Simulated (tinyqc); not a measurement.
Inside a calculation. Model: thermal displacements in the Debye model: Debye-Waller factors, bond-length spread and the Lindemann rule. Computed by tinyqc, a small Python program that keeps every step. Command: `OMP_NUM_THREADS=1 python tinyqc.py 3010447 3010448 out.jsonl debyewaller walk`. One thread of a shared host (Intel(R) Xeon(R) Processor @ 2.30GHz), about 0.01 s of CPU time with the checks. Intermediate numbers are printed to about 6 digits and carried at full precision; extremes and crossings named in words are read from the listed rows.

A Debye spectrum with three branches of one velocity, cut at k_B Theta; 4 atoms per cube, nearest neighbours at d = 0.707107 a.

Inputs (values chosen for the exercise, modelled on lead):
```
quantity,value,unit
atomic mass M,207.2,u
Debye temperature Theta,92.6,K
lattice constant a,4.95,angstrom
temperature T,450,K
Lindemann ratio x_L,0.12,-
gamma-ray energy E,23.9,keV
photoelectron wave number k,14,1/angstrom
```

Structure: fcc.

reflection (h k l): [1, 1, 1]

Constants: hbar^2/u = 4.18015928e-03 eV angstrom^2; k_B = 8.617333262e-05 eV/K; e = 1.602176634e-19 C; u = 1.6605390666e-27 kg; c = 299792458 m/s; hbar = 6.582119569e-16 eV s.

## Mean-square displacement

<u_x^2> = (3 hbar^2/(2 M k_B Theta)) int_0^1 s coth(s Theta/(2T)) ds (64 Gauss-Legendre points); it tends to 3 hbar^2/(4 M k_B Theta) at T = 0 and to 3 hbar^2 T/(M k_B Theta^2) at high T. B = 8 pi^2 <u_x^2>.

<u_x^2> = 0.0369022 angstrom^2

zero-point value = 0.00189618 angstrom^2

classical value = 0.0368589 angstrom^2

B factor = 2.91368 angstrom^2

The zero-point value is 5.1 % and the classical value 99.9 % of the full result; the two are limits, not parts that add.

## Loss of Bragg intensity

G = 2 pi sqrt(h^2 + k^2 + l^2)/a; the intensity is multiplied by exp(-2W), 2W = G^2 <u_x^2>; the loss goes into thermal diffuse scattering.

|G| = 2.19854 1/angstrom

2W = 0.178370

intensity factor exp(-2W) = 0.836632

## Recoil-free fraction

A nucleus of this mass is supposed to emit a gamma ray of the energy chosen: recoil energy E_R = E^2/(2 M c^2), wave number k_g = E/(hbar c), recoil-free fraction f = exp(-k_g^2 <u_x^2>).

recoil energy = 1.47978 meV

k_g = 12.1119 1/angstrom

recoil-free fraction f = 0.00445618

E_R is 0.19 k_B Theta.

## Spread of the bond length

Correlated Debye model: sigma^2 = (3 hbar^2/(M k_B Theta)) int_0^1 s coth(s Theta/(2T)) [1 - sin(s q_D R)/(s q_D R)] ds for two atoms at distance R, q_D = (6 pi^2 n)^(1/3), n atoms per volume; uncorrelated motion would give 2 <u_x^2>. An EXAFS amplitude is damped by exp(-2 k^2 sigma^2).

sigma^2 of the nearest bond = 0.0454755 angstrom^2

correlation 1 - sigma^2/(2 <u_x^2>) = 0.383837

EXAFS damping = 1.81172e-08

Neighbours move partly together, which removes 38 % of the uncorrelated spread.

## Lindemann melting temperature

Melting is placed where sqrt(3 <u_x^2>) = x_L d; the classical form gives T_m = M k_B Theta^2 (x_L d)^2/(9 hbar^2).

Lindemann T_m = 717.615 K

classical T_m = 717.947 K

ratio sqrt(3 <u_x^2>)/d at T = 0.0950597

The rule is empirical: x_L is fitted within a family of like crystals, and T_m goes as its square.

## Displacements against temperature

The correlation is 1 - sigma^2/(2 <u_x^2>); exp(-2W) uses 2W = G^2 <u_x^2>.

Displacements (angstrom^2):
```
T (K),<u_x^2>,classical,sigma^2 at d,sigma^2 at 2d,exp(-2W)
2.8,0.00190759,2.29344e-04,0.00326526,0.00361693,0.990822
9.3,0.00202199,7.61750e-04,0.00329200,0.00369092,0.990274
19,0.00240705,0.00155626,0.00355377,0.00417748,0.988433
32,0.00318596,0.00262108,0.00432781,0.00534767,0.984718
51,0.00454793,0.00417734,0.00586948,0.00749598,0.978257
74,0.00632086,0.00606124,0.00797319,0.0103382,0.969910
110,0.00918606,0.00900995,0.0114410,0.0149617,0.956570
170,0.0140389,0.0139245,0.0173721,0.0228176,0.934393
200,0.0164791,0.0163817,0.0203646,0.0267722,0.923437
```

The classical line is within 5 % from T = 74 K (T/Theta = 0.80) on. The correlation of nearest neighbours grows from 0.14 to 0.38, since thermal motion weights long waves, which move neighbours together, more than zero-point motion does; at 2d it ends at 0.19. The reflection keeps 99 % of its intensity at the lowest T and 92 % at the highest.

Checks made by the program: high-temperature series <u^2> = classical x (1 + (Theta/T)^2/36) at T = 5 Theta (relative difference 4e-07).
